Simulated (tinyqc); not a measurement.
Thickness of the outer barriers: double quantum well by finite differences.

Finite differences on points z_i at the centres of cells of width h: H_ii = (c/h^2)(1/m_(i-1/2) + 1/m_(i+1/2)) + V_i, H_(i,i+1) = -(c/h^2)/m_(i+1/2), where m_(i+1/2) is the mean of the masses at the two points (the end values are repeated outwards), psi = 0 on the points beyond both ends, c = hbar^2/2m0. The field adds e F (z - z0) with z0 the middle of the structure; 1 kV/cm = 1e-5 eV/angstrom.

Constants: hbar^2/2m0 = 3.80998211 eV angstrom^2.

Parameters, chosen for this exercise (out of a larger set: near those of a non-polar GaN well in AlGaN; not measured data): layers = ((24, 0.465, 0.237), (32, 0, 0.204), (16, 0.465, 0.237), (32, 0, 0.204), (24, 0.465, 0.237)) (each layer: thickness in angstrom, band edge in eV, mass in m0); hf = 0.5 angstrom (cell width of the fine grid).

Fine grid, zero field, both outer layers set to each thickness in turn.

Levels (eV):

| outer layers (angstrom) | E1 | E2 | E3 |
|---|---|---|---|
| 6.000 | 0.08916 | 0.09784 | 0.33948 |
| 12.000 | 0.08420 | 0.09205 | 0.31832 |
| 24.000 | 0.08327 | 0.09095 | 0.31108 |
| 48.000 | 0.08324 | 0.09092 | 0.31039 |
| 96.000 | 0.08324 | 0.09092 | 0.31038 |

Which of the three levels are properties of the well, and how thick must the outer layers be?

E1 is bound, and within 0.1 meV of the last row from 24 angstrom on. E2 is bound, and within 0.1 meV of the last row from 24 angstrom on. E3 is bound, and within 0.1 meV of the last row from 48 angstrom on.

tinyqc: `OMP_NUM_THREADS=1 python tinyqc.py 1282417 1282418 out.jsonl`; about 0.06 s, one thread, shared Intel(R) Xeon(R) Processor @ 2.30GHz.
